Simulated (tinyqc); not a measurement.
Ballistic Schottky-barrier transistor with a two-dimensional channel, WKB contacts: one step of the calculation.

Source Fermi level 0, drain Fermi level -Vd. Far from the contacts Ec = pn - psi, and the gate moves psi one to one; the band edges relax as exp(-x/lam) from pn at the source and pn - Vd at the drain; Ev = Ec - Eg. A carrier of energy w inside the channel band meets at a contact a barrier of height D (the contact edge beyond the channel edge): T = 1 for w >= D, else exp(-S), S = 4 lam sqrt(m/C) [sqrt(D - w) - sqrt(w) arctan sqrt((D - w)/w)], C = hbar^2/(2 m0). The two contacts combine as Ts Td/(Ts + Td - Ts Td).

Question. Transmission of one of the holes. S and T at both contacts for w = w0, and the tunnelling distance lam ln(D/w) at the higher barrier.

Parameters, values chosen for the exercise; channel values close to those of an ultrathin silicon body with silicide contacts:
```
symbol  value  unit                                        meaning
mp       0.26    m0                                      hole mass
lam       2.1    nm               screening length at the contacts
w0       0.29    eV  energy of one carrier inside the channel band
```

Constants: q = 1.602176634e-19 C, hbar = 1.054571817e-34 J s, m0 = 9.1093837015e-31 kg, hbar^2/(2 m0) = 0.0380998212 eV nm^2. Results are converted to the units shown.

D for holes (eV): source 0.47000000, drain 0.52000000

Find: S at the source; S at the drain; combined T; tunnelling distance.

Answer.

S at the source = 1.425
S at the drain = 1.926
combined T = 0.09982
tunnelling distance = 1.226 nm

Range of the model: No scattering, image-force lowering, channel charge or band-to-band tunnelling; parabolic kappa overstates S deep in the gap.

Computed by the program tinyqc: `OMP_NUM_THREADS=1 python tinyqc.py 2390007 2390008 out.jsonl`, one thread of a shared Intel Xeon 2.30GHz, about 0.2 s for the whole run.
